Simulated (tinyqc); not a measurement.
Gain factor and gap resistance from two string resistances.

Question. At small bit-line voltage each of the 48 cells has the resistance 1/(K x) at overdrive x (no mobility reduction) in series with a gap resistance Rg. Find K, Rg and the share of the gaps at the higher overdrive.

resistance of a string of 48 equal cells at overdrives of 4.4 and 8.6 V (kohm): 1771.8015  1051.8426

Solution. The resistance per cell is a straight line in 1/x with slope 1/K and intercept Rg.

K = 7.400 uA/V^2
Rg = 6.200 kohm
share of the gaps = 28.29 %

Computed by the program tinyqc: `OMP_NUM_THREADS=1 python tinyqc.py 2142254 2142255 out.jsonl`, one thread of a shared Intel Xeon 2.30GHz, about 0.3 s for the whole run.
